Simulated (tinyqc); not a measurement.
# Changing the shift of the window centre s

Model: equation-of-state fits to an energy-volume table made by a known binding curve. Computed by tinyqc, a small Python program. Command: `OMP_NUM_THREADS=1 python tinyqc.py 3031387 3031388 out.jsonl eosfit sweep`. One thread of a shared host (Intel(R) Xeon(R) Processor @ 2.30GHz), about 0.03 s of CPU time with the checks.

With x = (V/V_0)^(1/3), the energy per atom is E = D [exp(-2 eta (x - 1)) - 2 exp(-eta (x - 1))], so that B0 = 2 D eta^2/(9 V_0) and B' = 1 + eta. B' = dB/dP at P = 0.

Inputs (values chosen for the exercise, for a model crystal):
```
quantity                                 value             unit
cohesive energy D                         4.14          eV/atom
true volume V_0                           36.9  angstrom^3/atom
stiffness eta                             3.84                -
half-width of the volume window w          0.2                -
points N                                     5                -
compression V/V_0 for the pressure test    0.9                -
```

Binding curve: Morse. Noise: none.

Constants: 1 eV/angstrom^3 = 160.2176634 GPa.

Method:
- B0 and B' from the formulas above; P = -dE/dV at V = c V_0 (c the compression chosen), from the curve itself.
- Table: V_j = V_0 [1 + s + w (2 j/(N - 1) - 1)], j = 0..N-1, rounded to 0.001; E_j from the curve, rounded to 1e-7 eV.
- Third-order Birch-Murnaghan is a cubic in u = V^(-2/3): fit it by linear least squares, find the minimum, and take B0 = V E''(V), B' = -1 - V E'''/E'' there.
- Errors are fitted minus exact, relative; the pressure at c V_0 uses P = (3 B0/2) (x^7 - x^5) [1 + (3/4)(B' - 4)(x^2 - 1)], x = (V0/V)^(1/3) with the fitted values.

One run for each value:
```
shift of the window centre s  error of B0 (%)  error of B' (%)  error of that pressure (%)
-0.18                                  4.1657          -8.7616                      0.6474
-0.12                                  1.2900          -6.0553                      0.3739
-0.06                                 -0.2300          -3.3788                     -0.1668
0.00                                  -0.7083          -0.8206                     -0.4056
0.06                                  -0.4253           1.5541                      0.0265
0.12                                   0.3777           3.7070                      1.3465
0.18                                   1.5010           5.6221                      3.6568
```

Describe and explain the trends.

Over the rows, error of B0 (%) goes from 4.17 through a minimum among these rows, -0.708 at 0, to 1.50; error of B' (%) rises from -8.76 to 5.62; error of that pressure (%) goes from 0.647 through a minimum among these rows, -0.406 at 0, to 3.66. Shifting the window moves the minimum away from its centre, which changes how the neglected higher-order terms enter the fitted values.

Extremes, crossings and ranges named in words are read from the listed rows.
